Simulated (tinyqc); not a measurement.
Energy against buckling: buckled dimers of a reconstructed (001) surface, two dangling bonds a dimer.

In a dimer one atom moves up by z and the other down by z; the dangling bond of the up atom (more s-like) falls by gm z and that of the down atom rises by gm z. With all dimers tilted alike: H(k) = [[-gm z - 2 ta cos k, -tp - 2 tx cos k], [., gm z - 2 ta cos k]], k along the row in 1/a. Two electrons a dimer fill the lowest N of the 2N levels on the mesh k_j = (j + 1/2) pi/N. Total energy a dimer: W(z) = (2/N) sum of the filled levels + kf z^2. Repulsion between electrons is left out.

Inputs chosen for the exercise (of the size met on Ge(001); not measured data):
- tp = 0.26 eV (pi coupling inside a dimer)
- ta = 0.15 eV (coupling between like atoms along the row)
- tx = 0.05 eV (diagonal coupling along the row)
- gm = 2.11 eV/angstrom (shift of a dangling bond with height)
- kf = 6.7 eV/angstrom^2 (force constant of buckling)
- N = 12 (k points)

W relative to z = 0; gap as lowest upper less highest lower level on 201 points from 0 to pi.

Per dimer (eV):
```
z (angstrom)  band energy  elastic        W      gap
0.00               0.0000   0.0000   0.0000  -0.0800
0.05              -0.0304   0.0168  -0.0137  -0.0332
0.15              -0.2884   0.1507  -0.1376   0.2340
0.20              -0.4605   0.2680  -0.1925   0.4060
0.30              -0.8367   0.6030  -0.2337   0.7811
0.40              -1.2332   1.0720  -0.1612   1.1766
0.50              -1.6393   1.6750   0.0357   1.5818
0.60              -2.0504   2.4120   0.3616   1.9923
```

Give the missing row, z (angstrom) = 0.10.

Computed row:
```
z (angstrom)  band energy  elastic        W     gap
0.10              -0.1376   0.0670  -0.0706  0.0821
```

W is lowest at z = 0.3 among these rows (-0.2337 eV). The band energy falls as z^2 at first and linearly, as -2 gm z, once gm z is far above tp, so the elastic term always wins at large z. The gap opens near z = 0.064 angstrom.

(tinyqc, `OMP_NUM_THREADS=1 python tinyqc.py 1480520 1480521 out.jsonl`, Intel(R) Xeon(R) Processor @ 2.30GHz, 1 thread, shared host, about 0.03 s.)
